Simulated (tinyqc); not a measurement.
All-pass ring resonator: effect of the power coupling.

A ring of length L = 2 pi Rr coupled to one bus waveguide: round-trip amplitude a = 10^(-al L/20), self-coupling t = sqrt(1 - k2). At detuning d from the resonance the round-trip phase is p = 2 pi d/FSR and the transmission T = (a^2 - 2 a t cos p + t^2)/(1 - 2 a t cos p + a^2 t^2). Lossless coupler, linear absorption only.

FSR = lam^2/(ng L), finesse F = pi sqrt(a t)/(1 - a t), FWHM = FSR/F, Q = lam/FWHM, Tmin = (a - t)^2/(1 - a t)^2, power build-up k2 a^2/(1 - a t)^2, optical bandwidth c/(lam Q).

Values chosen for this exercise; values close to those of silicon waveguides:
- lam = 1550 nm (cold resonance wavelength)
- Rr = 10 um (ring radius)
- ng = 4.05 (group index)
- al = 19 dB/cm (propagation loss)

Constants: c = 299792458 m/s. Results are converted to the units shown.

The same in every row: a = 0.98635.

Result of one run:
```
k2          t       Q     Tmin  build-up  bandwidth (GHz)
0.24  0.87178  3413.3  0.66856    11.892           56.665
```

What becomes of these results when the power coupling k2 is changed from 0.24 to 0.084, all else the same?

Result of the changed run:
```
k2           t       Q     Tmin  build-up  bandwidth (GHz)
0.084  0.95708  8950.9  0.27335    26.073           21.608
```

The whole series:
```
k2            t       Q       Tmin  build-up  bandwidth (GHz)
0.0034  0.99830   33389    0.60764    14.078           5.7928
0.0058  0.99710   30972    0.42340    20.689           6.2449
0.0099  0.99504   27553    0.21947    28.006           7.0197
0.017   0.99146   23110   0.053687    33.955           8.3692
0.029   0.98539   18123  0.0011622    35.840           10.672
0.049   0.97519   13270   0.085674    32.807           14.575
0.084   0.95708  8950.9    0.27335    26.073           21.608
0.14    0.92736  5783.1    0.47826    18.721           33.445
0.24    0.87178  3413.3    0.66856    11.892           56.665
```

As k2 goes from 0.0034 to 0.24, Q falls from 33400 to 3410, Tmin goes from 0.608 through a minimum of 0.00116 (at k2 = 0.029 among the rows listed) to 0.669 and the build-up goes from 14.1 through a maximum of 35.8 (at k2 = 0.029 among the rows listed) to 11.9. The ring is overcoupled (t < a) in 5 of the 9 rows; the dip is deepest where t and a cross.

Program tinyqc, `OMP_NUM_THREADS=1 python tinyqc.py 2650028 2650029 out.jsonl`; Intel Xeon 2.30GHz, shared host, one thread, about 0.01 s.
